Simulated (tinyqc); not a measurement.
# Trapped share and trap depth from dynamic on-resistance

Inverse problem. Traps remove the share ft of the electrons in the drain access (length Ld, sheet resistance Rsh before stress), so Ron grows by Rsh Ld ft/(1 - ft). The recovery time goes as T^(-2) exp(q Ea/(kB T)). Find ft and Ea.

Values chosen for this exercise: drain access length Ld = 12 um.

Constants: q = 1.602176634e-19 C, kB = 1.380649e-23 J/K. Results are converted to the units shown.

Ron before and just after an off-state stress (ohm mm): [5.8682739, 7.3636158]
Rsh = 373.83548 ohm
recovery times at 340 and 370 K (s): [0.018, 0.0043751424]

Solution. The rise of Ron over Rsh Ld is ft/(1 - ft); ln(t T^2) is linear in 1/T.

ft = 0.250
Ea = 0.450 eV

Numbers from tinyqc (`OMP_NUM_THREADS=1 python tinyqc.py 2570168 2570169 out.jsonl`; about 0.03 s on one thread of a shared Intel Xeon 2.30GHz).
